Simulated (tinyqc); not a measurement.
Longitudinal sound in a periodic multilayer: transfer matrices, stop bands and folded phonons. From one set of inputs to another, one input at a time. Computed by tinyqc, a small Python program. Command: `OMP_NUM_THREADS=1 python tinyqc.py 3019504 3019505 out.jsonl multilayer ladder`. One thread of a shared host (Intel(R) Xeon(R) Processor @ 2.30GHz), about 0.01 s of CPU time with the checks.

Layers 1 and 2 repeat with period d = d_1 + d_2; waves travel normal to the layers, without loss. State vector (u, s): displacement u and stress divided by omega. Impedances Z = rho v are in 1e6 kg/(m^2 s).

The inputs printed are set A. Set A is modelled on gallium nitride (layer 1), aluminium nitride (layer 2) and gallium arsenide (substrate); the values taken over come from a set modelled on silica (layer 1), platinum (layer 2) and gallium arsenide (substrate). Inputs not listed in the table keep their values of set A, so the rows need not describe a real material.

Inputs (values chosen for the exercise, modelled on gallium nitride (layer 1), aluminium nitride (layer 2) and gallium arsenide (substrate)):
```
quantity            value    unit
density rho_1        6.15  g/cm^3
velocity v_1         8120     m/s
thickness d_1        10.5      nm
density rho_2        3.29  g/cm^3
velocity v_2        11100     m/s
thickness d_2          12      nm
substrate density    5.29  g/cm^3
substrate velocity   4720     m/s
periods N               8       -
```

Method:
- Z = rho v; interface reflection r = (Z_2 - Z_1)/(Z_2 + Z_1) (stress amplitude, from 1 into 2); Bragg frequency f_B = 1/[2 (d_1/v_1 + d_2/v_2)]; long-wave velocity v_eff = d/sqrt[(d_1/v_1)^2 + (d_2/v_2)^2 + (Z_1/Z_2 + Z_2/Z_1)(d_1/v_1)(d_2/v_2)].
- A layer maps (u, s) by [[cos p, sin p/Z], [-Z sin p, cos p]], p = 2 pi f d_i/v_i; one period is M = M_2 M_1, and cos(q d) = trace(M)/2.
- For N periods A = M^N. A wave comes from a thick layer of material 1 and leaves into the substrate (Z_s): transmitted power T = 4 Z_1 Z_s/|Z_1 A_22 + Z_s A_11 - i (Z_1 Z_s A_12 - A_21)|^2, reflected power R = 1 - T.
- Gap m contains m f_B; its edges, where trace(M)/2 = (-1)^m, are found by root search. Weak-contrast estimate of the width: (4 f_B/pi) |r sin(m pi a)|, a = (d_1/v_1)/(d_1/v_1 + d_2/v_2).

Each row keeps all changes above it:
```
input moved                  from    to  Bragg frequency f_B (GHz)  width/f_B (%)  lower edge (GHz)
set A                           -     -                     210.60          19.64            189.87
density rho_2 (g/cm^3)       3.29  21.1                     210.60          88.59            116.34
thickness d_1 (nm)           10.5   276                      14.26          12.55             12.82
thickness d_2 (nm)             12   189                       9.80          75.71              5.63
density rho_1 (g/cm^3)       6.15  2.23                       9.80         106.83              3.57
velocity v_1 (m/s)           8120  5900                       7.84         100.19              2.60
velocity v_2 (m/s)          11100  4110                       5.39         105.40              2.55
substrate density (g/cm^3)   5.29  5.38                       5.39         105.40              2.55
```

Bragg frequency f_B goes from 211 to 5.39, a factor 0.0256 in all. The largest single move comes from thickness d_1 (a factor 0.0677). width/f_B goes from 19.6 to 105, a factor 5.37 in all. The largest single move comes from thickness d_1 (a factor 0.142), but it runs against the net change; the largest move in the direction of the net change is thickness d_2 (a factor 6.03). Lower edge goes from 190 to 2.55, a factor 0.0134 in all. The largest single move comes from thickness d_1 (a factor 0.110). The single moves hold for this order of the switches; the total does not depend on the order.

Extremes, crossings and ranges named in words are read from the listed rows.
